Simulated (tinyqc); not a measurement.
Power iteration on a symmetric matrix, step by step. One step of it, computed by the program tinyqc.

Question. Step 2. w = (A - shift) v; v' = w/|w| with its largest component positive (the first on a tie); lambda = v'^T A v'.

A:
```
,1,2,3
1,0.165000,0.060000,-0.005000
2,0.060000,1.083000,-0.066000
3,-0.005000,-0.066000,1.653000
```

vector after step 1: 0.238435  0.579001  0.779684

shift = -0.380000

Give: vector after step 2; Rayleigh quotient after step 2.

Answer.

vector after step 2: 0.092  0.462  0.882

Rayleigh quotient after step 2 = 1.469
